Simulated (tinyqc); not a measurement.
Inside a calculation. Model: on-chip power grid, static voltage drop by conjugate gradients.

Numbers from tinyqc (`OMP_NUM_THREADS=1 python tinyqc.py 2770167 2770168 out.jsonl`; about 0.1 s on one thread of a shared Intel Xeon 2.30GHz). Printed values are rounded.

A grid of 4 rows and 4 columns, node k = 4 row + column. Neighbours in a row are joined by Rx, in a column by Ry; pad nodes, which reach the supply through Rp: 0, 12. Each node draws I0, node 6 draws kh I0. The drops u = Vdd - V solve G u = i, with G the conductance matrix (1/Rp added on the diagonal at pad nodes).

Parameters, values chosen for the exercise:
- Vdd = 0.9 V (supply voltage)
- Rx = 1.3 ohm (resistance of a horizontal segment)
- Ry = 1 ohm (resistance of a vertical segment)
- Rp = 0.048 ohm (resistance from a pad node to the supply)
- I0 = 2.4 mA (load current of an ordinary node)
- kh = 1 (factor on the load at the hot node)

## Diagonal of G, loads and first direction

G_kk = sum of the conductances at node k. Start u = 0, so the residual is r = i; p = r.

G_kk (S):
```
         col 0    col 1    col 2    col 3
row 0  22.6026  2.53846  2.53846  1.76923
row 1  2.76923  3.53846  3.53846  2.76923
row 2  2.76923  3.53846  3.53846  2.76923
row 3  22.6026  2.53846  2.53846  1.76923
```

r at the start (mA):
```
       col 0  col 1  col 2  col 3
row 0    2.4    2.4    2.4    2.4
row 1    2.4    2.4    2.4    2.4
row 2    2.4    2.4    2.4    2.4
row 3    2.4    2.4    2.4    2.4
```

p at the start (mA):
```
       col 0  col 1  col 2  col 3
row 0    2.4    2.4    2.4    2.4
row 1    2.4    2.4    2.4    2.4
row 2    2.4    2.4    2.4    2.4
row 3    2.4    2.4    2.4    2.4
```

## Iteration 1: conjugate-gradient step

u at the start (mV):
```
       col 0  col 1  col 2  col 3
row 0      0      0      0      0
row 1      0      0      0      0
row 2      0      0      0      0
row 3      0      0      0      0
```

q = G p; a = (r.r)/(p.q); u(new) = u + a p; r(new) = r - a q; b = (r.r)(new)/(r.r); p(new) = r(new) + b p.

q (mA S):
```
         col 0   col 1   col 2   col 3
row 0  50.0000  0.0000  0.0000  0.0000
row 1   0.0000  0.0000  0.0000  0.0000
row 2   0.0000  0.0000  0.0000  0.0000
row 3  50.0000  0.0000  0.0000  0.0000
```

a = 0.384 ohm

u after iteration 1 (mV):
```
          col 0     col 1     col 2     col 3
row 0  0.921600  0.921600  0.921600  0.921600
row 1  0.921600  0.921600  0.921600  0.921600
row 2  0.921600  0.921600  0.921600  0.921600
row 3  0.921600  0.921600  0.921600  0.921600
```

r after iteration 1 (mA):
```
          col 0   col 1   col 2   col 3
row 0  -16.8000  2.4000  2.4000  2.4000
row 1    2.4000  2.4000  2.4000  2.4000
row 2    2.4000  2.4000  2.4000  2.4000
row 3  -16.8000  2.4000  2.4000  2.4000
```

b = 7

p after iteration 1 (mA):
```
         col 0    col 1    col 2    col 3
row 0   0.0000  19.2000  19.2000  19.2000
row 1  19.2000  19.2000  19.2000  19.2000
row 2  19.2000  19.2000  19.2000  19.2000
row 3   0.0000  19.2000  19.2000  19.2000
```

## Iteration 2: conjugate-gradient step

As before.

q (mA S):
```
          col 0    col 1   col 2   col 3
row 0  -33.9692  14.7692  0.0000  0.0000
row 1   19.2000   0.0000  0.0000  0.0000
row 2   19.2000   0.0000  0.0000  0.0000
row 3  -33.9692  14.7692  0.0000  0.0000
```

a = 0.494565 ohm

u after iteration 2 (mV):
```
         col 0    col 1    col 2    col 3
row 0   0.9216  10.4173  10.4173  10.4173
row 1  10.4173  10.4173  10.4173  10.4173
row 2  10.4173  10.4173  10.4173  10.4173
row 3   0.9216  10.4173  10.4173  10.4173
```

r after iteration 2 (mA):
```
          col 0     col 1    col 2    col 3
row 0   0.00000  -4.90435  2.40000  2.40000
row 1  -7.09565   2.40000  2.40000  2.40000
row 2  -7.09565   2.40000  2.40000  2.40000
row 3   0.00000  -4.90435  2.40000  2.40000
```

b = 0.319943

p after iteration 2 (mA):
```
          col 0    col 1    col 2    col 3
row 0   0.00000  1.23856  8.54291  8.54291
row 1  -0.95274  8.54291  8.54291  8.54291
row 2  -0.95274  8.54291  8.54291  8.54291
row 3   0.00000  1.23856  8.54291  8.54291
```

## Iteration 3: conjugate-gradient step

As before.

q (mA S):
```
         col 0     col 1   col 2   col 3
row 0   0.0000  -11.9703  5.6187  0.0000
row 1  -8.2571   14.6087  0.0000  0.0000
row 2  -8.2571   14.6087  0.0000  0.0000
row 3   0.0000  -11.9703  5.6187  0.0000
```

a = 0.622285 ohm

u after iteration 3 (mV):
```
        col 0    col 1    col 2    col 3
row 0  0.9216  11.1880  15.7334  15.7334
row 1  9.8244  15.7334  15.7334  15.7334
row 2  9.8244  15.7334  15.7334  15.7334
row 3  0.9216  11.1880  15.7334  15.7334
```

r after iteration 3 (mA):
```
          col 0     col 1     col 2    col 3
row 0   0.00000   2.54461  -1.09645  2.40000
row 1  -1.95739  -6.69077   2.40000  2.40000
row 2  -1.95739  -6.69077   2.40000  2.40000
row 3   0.00000   2.54461  -1.09645  2.40000
```

b = 0.712736

p after iteration 3 (mA):
```
          col 0     col 1    col 2    col 3
row 0   0.00000   3.42738  4.99239  8.48884
row 1  -2.63644  -0.60193  8.48884  8.48884
row 2  -2.63644  -0.60193  8.48884  8.48884
row 3   0.00000   3.42738  4.99239  8.48884
```

## Course of the conjugate-gradient iteration

Stop when |r| is below 1e-9 mA.

Course of the iteration:
```
iteration  largest u (mV)  |r| (mA)
1                  0.9216      25.4
2                 10.4173      14.4
3                 15.7334      12.1
4                 20.8309      7.36
5                 23.1103      2.65
6                 23.3199     0.401
7                 23.3927    0.0355
8                 23.3981   2.71e-8
9                 23.3981   < 1e-11
```

Converged in 9 iterations for 16 unknowns; in exact arithmetic the method needs at most 16. The condition number of the matrix is 183. Gauss-Seidel sweeps in node order need 244 to reach the same residual.

## Worst drop, pad currents and power lost

converged u (mV):
```
        col 0    col 1    col 2    col 3
row 0  0.9216  13.1362  20.0276  23.2892
row 1  8.3257  14.8311  20.4197  23.3981
row 2  8.3257  14.8311  20.4197  23.3981
row 3  0.9216  13.1362  20.0276  23.2892
```

Pad current u/Rp; worst drop as a share of Vdd; power lost in the grid and pads sum_k i_k u_k; power delivered sum_k i_k (Vdd - u_k).

worst drop = 23.3981 mV
share of Vdd = 2.59979 %
pad currents (mA): node 0 19.2, node 12 19.2
power lost = 0.596877 mW
power delivered = 33.9631 mW

The pad currents add up to the total load, 38.40 mA. The worst drop is at node 7 and 11.
